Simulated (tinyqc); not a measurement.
Inside a calculation: stepped quantum well by finite differences. Values are carried at full precision from step to step, so a last printed digit may differ when a step is redone from the rounded ones.

Finite differences on points z_i at the centres of cells of width h: H_ii = (c/h^2)(1/m_(i-1/2) + 1/m_(i+1/2)) + V_i, H_(i,i+1) = -(c/h^2)/m_(i+1/2), where m_(i+1/2) is the mean of the masses at the two points (the end values are repeated outwards), psi = 0 on the points beyond both ends, c = hbar^2/2m0. The field adds e F (z - z0) with z0 the middle of the structure; 1 kV/cm = 1e-5 eV/angstrom.

Constants: hbar^2/2m0 = 3.80998211 eV angstrom^2.

Inputs chosen for the exercise (near those of a GaAs well in AlGaAs; shifted at random, so the results belong to these values and not to a real crystal): layers = ((48, 0.243, 0.0919), (32, 0, 0.0663), (48, 0.112, 0.0781), (48, 0.243, 0.0919)) (each layer: thickness in angstrom, band edge in eV, mass in m0); F = 51 kV/cm (field along z); h = 16 angstrom (cell width of the coarse grid); hf = 1 angstrom (cell width of the fine grid).

## The coarse grid

List the points, the potential with the field, and the masses.

Grid:
```
i,z (angstrom),V (eV),m (m0)
1,8.0,0.2022,0.0919
2,24.0,0.2104,0.0919
3,40.0,0.2185,0.0919
4,56.0,-0.0163,0.0663
5,72.0,-0.0082,0.0663
6,88.0,0.1120,0.0781
7,104.0,0.1202,0.0781
8,120.0,0.1283,0.0781
9,136.0,0.2675,0.0919
10,152.0,0.2756,0.0919
11,168.0,0.2838,0.0919
```

## The tridiagonal Hamiltonian

Form the diagonal and the neighbouring elements; V in the grid already includes the field.

diagonal H_ii (eV): 0.5261  0.5342  0.5686  0.3963  0.4224  0.5087  0.5013  0.4940  0.6045  0.5995  0.6077

H_(i,i+1) (eV): -0.1619  -0.1619  -0.1882  -0.2245  -0.2061  -0.1906  -0.1906  -0.1751  -0.1619  -0.1619

## Lowest levels on the coarse grid

Diagonalise the symmetric tridiagonal matrix; give the three lowest levels and the weights u_i^2 (sum 1) of the two lowest.

levels (eV): 0.0765  0.2074  0.3018

weights on the points:
```
,1,2,3,4,5,6,7,8,9,10,11
level 1,0.001,0.011,0.064,0.331,0.368,0.153,0.054,0.016,0.002,0.000,0.000
level 2,0.007,0.027,0.063,0.114,0.006,0.084,0.291,0.293,0.090,0.022,0.004
```

## Halving the cell width

The same with h, h/2, ..., h/32. The end points move with h, since psi vanishes half a cell beyond the structure. Richardson value (4 E(h/32) - E(h/16))/3.

Convergence:
```
cell (angstrom),points,E1 (eV),E2 (eV),E1 - finest (meV)
16.0000,11,0.07654,0.20742,-7.254
8.0000,22,0.08188,0.21269,-1.906
4.0000,44,0.08329,0.21425,-0.498
2.0000,88,0.08366,0.21475,-0.129
1.0000,176,0.08376,0.21493,-0.029
0.5000,352,0.08379,0.21500,0.000
```

Richardson values of E1, E2 (eV): 0.08380  0.21503

The coarse grid is 7.3 meV too low in E1. The last differences between rows shrink by a factor 3.5 (4 for a pure h^2 error, 2 for one linear in h).

## Positions and dipoles on the fine grid

With h sum psi^2 = 1: <z - z0> of three levels, |z_12| and |z_13|, the mass m1 from 1/m1 = <1|1/m|1>, and f_1j = (m1/c)(E_j - E_1) z_1j^2.

levels (eV): 0.0838  0.2149  0.3267

<z - z0> (angstrom): -17.8  10.5  -15.2

|z_12|, |z_13| (angstrom): 17.38  6.34

m1 = 0.0712 m0

f_12, f_13: 0.741  0.183

Parity is broken, so the 1-3 transition is allowed, with 0.25 times the strength of 1-2. E2 - E1 = 131.2 meV, a wavelength of 9.5 micrometre (hc = 1239.841984 eV nm). Level 2 lies above the lowest point of the outer barriers, so it is a resonance or a state of the finite grid, and values that rest on it depend on the ends of the grid.

## Checks

- E1 at zero field on the grid h/32 against transfer matrices between the same hard ends, eV: both 0.0922.

Run: tinyqc, `OMP_NUM_THREADS=1 python tinyqc.py 1282478 1282479 out.jsonl`; Intel(R) Xeon(R) Processor @ 2.30GHz, one thread, shared host; about 0.01 s of CPU time with all checks.
